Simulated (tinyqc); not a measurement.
Worked calculation: vacuum evaporation: vapour pressure, source flux, thickness distribution, purity and step coverage. Computed by tinyqc, a small Python program that keeps every step. Command: `OMP_NUM_THREADS=1 python tinyqc.py 3110081 3110082 out.jsonl evap walk`. One thread of a shared host (Intel(R) Xeon(R) Processor @ 2.30GHz), about 0.01 s of CPU time with the checks. Intermediate numbers are printed to about 5 digits and carried at full precision; extremes and crossings named in words are read from the listed rows.

Molecular flow, unit sticking of the metal, no re-evaporation. The background gas is taken as water vapour (18.015 g/mol, collision diameter 0.37 nm) at 300 K.

Inputs (values chosen for the exercise, modelled on gallium, with constants for the liquid):

| quantity | value | unit |
|---|---|---|
| molar mass M | 69.72 | g/mol |
| film density rho | 5.91 | g/cm^3 |
| vapour-pressure constant A | 10.69 | - |
| vapour-pressure constant B | 13950 | K |
| source temperature T | 1260 | K |
| source area | 2.3 | cm^2 |
| directionality n | 4 | - |
| source-to-wafer distance h | 32 | cm |
| wafer radius R | 7.5 | cm |
| source offset from the axis s/h | 0.46 | - |
| background pressure p | 3e-06 | Pa |
| sticking of background gas | 0.5 | - |
| aspect ratio of a trench | 0.34 | - |

Constants: u = 1.6605390666e-27 kg; k_B = 1.380649e-23 J/K; R = 8.314462618 J/(mol K).

## Vapour pressure and flux

log10(p_v/Pa) = A - B/T; flux from the surface Phi = p_v/sqrt(2 pi m k_B T), m = M u. Mass loss = Phi x area x m; heat of evaporation = ln(10) R B; d ln Phi/dT = ln(10) B/T^2 - 1/(2 T).

vapour pressure p_v = 0.41550 Pa

flux Phi = 3.6936e+17 1/(cm^2 s)

mass loss = 0.35407 g/h

heat of evaporation = 267.07 kJ/mol

change of flux per kelvin = 1.9836 %/K

Holding the rate to 1 % needs the temperature to about 0.50 K.

## Rate and uniformity on a fixed wafer above the source

A small source emits (n + 1) Phi area cos^n(phi)/(2 pi) per solid angle; on a parallel plane at height h and lateral distance l the arrival rate is (n + 1) Phi area/(2 pi h^2) x (1 + (l/h)^2)^(-(n + 3)/2). Growth rate = arrival rate x m/rho, m = M u. The wafer is fixed and centred above the source.

arrival rate at the centre = 6.6019e+14 1/(cm^2 s)

growth rate at the centre = 0.12933 nm/s

edge over centre = 0.82931

non-uniformity (max - min)/(max + min) = 9.3311 %

share of the material that lands on the wafer, 1 - (1 + (R/h)^2)^(-(n + 1)/2) = 12.514 %

## Offset source and rotation

Rotating wafer, source offset by s and facing upwards: thickness at radius r is the mean over the angle a of (1 + (r^2 + s^2 - 2 r s cos a)/h^2)^(-(n + 3)/2), by 360 equal steps; non-uniformity (max - min)/(max + min) over 21 radii from 0 to R.

centre thickness relative to an axial source = 0.51079

edge over centre, rotating = 0.96064

non-uniformity, rotating = 2.0074 %

## Choosing the offset

The curvature at the centre vanishes at s/h = sqrt(2/(n + 3)).

Against the offset:

| s/h | centre thickness | edge over centre | non-uniformity (%) |
|---|---|---|---|
| 0.0 | 1.0000 | 0.8293 | 9.3311 |
| 0.2 | 0.8717 | 0.8597 | 7.5469 |
| 0.4 | 0.5948 | 0.9347 | 3.3759 |
| 0.5 | 0.4579 | 0.9779 | 1.1187 |
| 0.6 | 0.3409 | 1.0189 | 0.9349 |
| 0.7 | 0.2477 | 1.0546 | 2.6570 |
| 0.8 | 0.1770 | 1.0834 | 4.0025 |
| 0.9 | 0.1254 | 1.1049 | 4.9843 |
| 1.1 | 0.0623 | 1.1288 | 6.0491 |

The best row, s/h = 0.6, has 0.93 % against 9.3 % on the axis, at the price of a rate lower by a factor 2.93; the small-wafer optimum is sqrt(2/(n + 3)) = 0.53.

## Scattering and purity

Mean free path lambda = k_B T_g/(sqrt2 pi d^2 p); unscattered share exp(-h/lambda); gas arrival p/sqrt(2 pi m_g k_B T_g); impurity ratio = sticking x gas arrival/metal arrival; monolayer time = 1e15 cm^-2/(sticking x gas arrival).

mean free path = 2269.9 m

unscattered share = 0.99986

gas arrival rate = 1.0752e+13 1/(cm^2 s)

impurity ratio = 0.0081431

monolayer time = 186.01 s

## A trench at the wafer edge

Fixed wafer, axial point source, trench running tangentially at r = R: the beam arrives at tan(a) = R/h. Shadowed share of the floor = aspect ratio x tan(a) (at most 1); the wall facing the source grows at tan(a) times the field rate, the other wall not at all.

angle a = 13.191 degrees

shadowed share of the floor = 0.079687

wall over field thickness = 0.234375

Checks made by the program: share on the wafer by quadrature (relative difference 5e-09).
